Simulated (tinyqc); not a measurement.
Q-state Potts model on a small periodic square lattice: enumeration, Metropolis, heat-bath and Wolff steps: one step, computed by the program tinyqc. Command: `OMP_NUM_THREADS=1 python tinyqc.py 3111493 3111494 out.jsonl potts walk`. One thread of a shared host (Intel(R) Xeon(R) Processor @ 2.30GHz), about 0.09 s of CPU time with the checks.

E = -J x (number of nearest-neighbour bonds with equal states); n x n sites with periodic edges have 2 n^2 bonds. Order parameter m = (q f - 1)/(q - 1), f being the largest share of one state. Sites are numbered row by row from 0. Here q = 4 and n = 3.

Task: Eight single-site steps. Site = floor(r1 n^2). State c is drawn with probability exp(K k_c)/sum exp(K k), k_c the number of neighbours in state c: the first c whose cumulative probability reaches r2; r3 is not used.

Inputs (values chosen for the exercise, for a model of domains or grain orientations): temperature T = 736 K.

Update: heat bath.

start states:
```
   1  2  3
1  1  0  0
2  3  3  3
3  3  1  2
```

random numbers, one row a step:
```
        1       2       3
1  0.3187  0.2242  0.5331
2  0.0758  0.5118  0.0969
3  0.5359  0.1228  0.0337
4  0.8114  0.7178  0.8560
5  0.1775  0.8103  0.7162
6  0.7576  0.3140  0.4722
7  0.8273  0.6763  0.5250
8  0.1431  0.1687  0.0904
```

K = 0.7883504

Give: the table «Steps» with the columns old, neighbours in each state, P(old), P(new), new; states afterwards.

Result:

Steps:

| site | old | neighbours in each state | P(old) | P(new) | new |
|---|---|---|---|---|---|
| 2 | 0 | 1 1 1 1 | 0.2500 | 0.2500 | 0 |
| 0 | 1 | 2 0 0 2 | 0.0856 | 0.0856 | 2 |
| 4 | 3 | 1 1 0 2 | 0.4726 | 0.2149 | 0 |
| 7 | 1 | 2 0 1 1 | 0.0977 | 0.2149 | 2 |
| 1 | 0 | 2 0 2 0 | 0.4144 | 0.4144 | 2 |
| 6 | 3 | 0 0 3 1 | 0.1482 | 0.7171 | 2 |
| 7 | 2 | 1 0 3 0 | 0.7171 | 0.7171 | 2 |
| 1 | 2 | 2 0 2 0 | 0.4144 | 0.4144 | 0 |

states afterwards:
```
   1  2  3
1  2  0  0
2  3  0  3
3  2  2  2
```
